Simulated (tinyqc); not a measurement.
Finite square well with mass mismatch (envelope functions), step by step. Values are carried at full precision from step to step, so a last printed digit may differ when a step is redone from the rounded ones.

A square well of width L and depth V0, mass mw inside and mb outside, energies from the bottom of the well, c = hbar^2/2m0. k = sqrt(mw E/c), kappa = sqrt(mb (V0 - E)/c). psi and psi'/m are continuous at the walls (BenDaniel-Duke), so level n solves k L + 2 atan[(k/mw)/(kappa/mb)] = n pi.

Constants: hbar^2/2m0 = 3.80998211 eV angstrom^2.

Parameters, chosen for this exercise (near those of a non-polar GaN well in AlN; not measured data): L = 21 angstrom (well width); V0 = 1.898 eV (barrier height); mw = 0.202 m0 (mass in the well); mb = 0.333 m0 (mass in the barrier); alpha_w = 0.19 1/eV (non-parabolicity in the well); alpha_b = 0.26 1/eV (non-parabolicity in the barrier).

## How many levels are bound

At E = V0 the arctangent equals pi/2, so level n is bound if k0 L > (n - 1) pi with k0 = sqrt(mw V0/c). Compare with the infinitely deep well, E1(hard) = c (pi/L)^2/mw.

k0 = 0.31722 1/angstrom
k0 L/pi = 2.1205
number of bound levels = 3
E1(hard) = 0.4221 eV

The count does not depend on mb. One more level binds at L = 29.7 angstrom.

## The lowest level by bisection

f(E) = k L + 2 atan[(k/mw)/(kappa/mb)] - pi rises with E. Twelve halvings of [0, V0]: keep the half in which f changes sign.

Bisection:
```
step  low (eV)  high (eV)  midpoint (eV)        k    kappa        f
1      0.00000    1.89800        0.94900  0.22431  0.28800   3.3871
2      0.00000    0.94900        0.47450  0.15861  0.35273   1.4650
3      0.00000    0.47450        0.23725  0.11215  0.38099   0.1173
4      0.00000    0.23725        0.11862  0.07931  0.39436  -0.8360
5      0.11862    0.23725        0.17794  0.09713  0.38773  -0.3186
6      0.17794    0.23725        0.20759  0.10491  0.38438  -0.0928
7      0.20759    0.23725        0.22242  0.10859  0.38269   0.0140
8      0.20759    0.22242        0.21501  0.10677  0.38353  -0.0390
9      0.21501    0.22242        0.21871  0.10768  0.38311  -0.0124
10     0.21871    0.22242        0.22057  0.10814  0.38290   0.0008
11     0.21871    0.22057        0.21964  0.10791  0.38300  -0.0058
12     0.21964    0.22057        0.22010  0.10803  0.38295  -0.0025
```

After twelve halvings the bracket is V0/4096 = 0.463 meV wide.

## Bound levels

Solve the condition for each n (six at most). With A = cos(kL/2) for even and sin(kL/2) for odd levels, the probability in the barriers is Pb = (A^2/kappa)/(A^2/kappa + L/2 +/- sin(kL)/(2k)), + for even.

Levels:
```
n  parity  E (eV)  k (1/angstrom)  kappa (1/angstrom)      Pb
1    even  0.2205         0.10811             0.38291  0.0321
2     odd  0.8801         0.21601             0.29828  0.1336
3    even  1.8397         0.31232             0.07136  0.5570
```

The lowest level lies at 52 % of the infinite-well value and decays into the barrier over 1/kappa = 2.6 angstrom. Above about 0.5 eV (from level 2 on) a parabolic band is a rough model.

## Mass in the plane and density of states

To first order in the in-plane energy, 1/m_par = (1 - Pb)/mw + Pb/mb for each subband. Each adds a step D = m_par/(2 pi c) to the density of states per area (spin included, one valley); 1/angstrom^2 = 1e16/cm^2.

Subbands:
```
n  m_par (m0)  D (1e13/(eV cm^2))
1      0.2046               8.546
2      0.2132               8.906
3      0.2587              10.806
```

## Levels with energy-dependent masses

Non-parabolic bands: mw is replaced by mw (1 + alpha_w E) and mb by mb (1 - alpha_b (V0 - E)), in k, kappa and the matching condition alike.

Solve the same condition with the energy-dependent masses, and list the shift from the parabolic levels that exist in both.

Levels:
```
n  E (eV)  mass inside  mass outside  shift (meV)
1  0.2440       0.2114        0.1898         23.6
2  0.8492       0.2346        0.2422        -30.9
3  1.6143       0.2640        0.3084       -225.4
```

Level 1 moves by +23.6 meV and level 3 by -225.4 meV. The lighter mass deep in the barrier hardens the wall for low levels; the heavier mass in the well wins higher up.

## Checks

- Lowest level by finite differences (200 cells across the well) against the matching condition, eV: 0.2204 against 0.2205.

Program tinyqc; command `OMP_NUM_THREADS=1 python tinyqc.py 1280741 1280742 out.jsonl`; about 0.01 s on one thread of a shared Intel(R) Xeon(R) Processor @ 2.30GHz.
